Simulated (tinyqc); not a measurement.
Junction parameters from two forward currents.

Inverse problem. D(v) = J1 (exp(v/Vt) - 1) + J2 (exp(v/(2 Vt)) - 1). Find J1, J2 and the voltage 2 Vt ln(J2/J1) near which both parts are equal.

Values chosen for this exercise: temperature T = 398 K.

Constants: q = 1.602176634e-19 C, kB = 1.380649e-23 J/K, Vt = kB T/q. Results are converted to the units shown.

junction voltages (V): 0.25  0.64
currents (uA/um): 6.0639905e-8  1.0574012e-4

Answer. The current is linear in J1 and J2, so two points give two equations.

J1 = 6.90e-13 uA/um
J2 = 1.60e-9 uA/um
crossover = 0.532 V

Numbers from tinyqc (`OMP_NUM_THREADS=1 python tinyqc.py 2182117 2182118 out.jsonl`; about 0.2 s on one thread of a shared Intel Xeon 2.30GHz).
